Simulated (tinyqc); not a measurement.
Defects against doping: deep level with several charge states.

Energies from Ev. The defect has charge states +1, 0, -1 with weights 1, gm exp((EF - E1)/kT), exp((2 EF - E1 - E2)/kT); the shares are the weights over their sum. Boltzmann carriers: n = Nc exp((EF - Eg)/kT), p = Nv exp(-EF/kT). Neutrality: p - n + Nd + Nt <q> = 0.

Constants: kB = 8.617333262e-05 eV/K.

Values chosen for the exercise (gap and densities of states near those of Si at this temperature; shifted at random, so the results belong to these values and not to a real crystal): Eg = 1.109 eV (gap); Nc = 3.41e+19 1/cm^3 (conduction-band density of states); Nv = 1.42e+19 1/cm^3 (valence-band density of states); T = 350 K; E1 = 0.445 eV (level (+1/0) above Ev); E2 = 0.734 eV (level (0/-1) above Ev); gm = 2 (degeneracy of the middle state, the others 1); Nd = 8.9e+12 1/cm^3 (ionised shallow donors minus acceptors).

Nt takes the listed multiples of |Nd|; the resistivity uses mobilities of 1000 (electrons) and 300 (holes) cm^2/(V s), chosen for the exercise, and e = 1.602176634e-19 C.

Neutral state:
```
Nt/|Nd|  EF (eV)  n (1/cm^3)  p (1/cm^3)  rho (ohm cm)
0.01      0.6518    8.90e+12    5.84e+09           701
0.10      0.6517    8.88e+12    5.86e+09           703
0.30      0.6515    8.82e+12    5.90e+09           707
0.60      0.6513    8.74e+12    5.95e+09           714
0.90      0.6510    8.66e+12    6.00e+09           720
1.10      0.6508    8.61e+12    6.04e+09           725
1.50      0.6504    8.51e+12    6.11e+09           733
3.00      0.6491    8.14e+12    6.39e+09           766
10.00     0.6437    6.80e+12    7.65e+09           918
```

EF moves by less than 10 meV: the defects hold little charge at this EF (mean -0.02 in the last row, where rho has changed by +31 %).

Computed by tinyqc, a small Python program: `OMP_NUM_THREADS=1 python tinyqc.py 1682275 1682276 out.jsonl` (the numbers bound the seed that draws the inputs); one thread of a shared host (Intel(R) Xeon(R) Processor @ 2.30GHz), about 0.01 s for the whole set of steps.
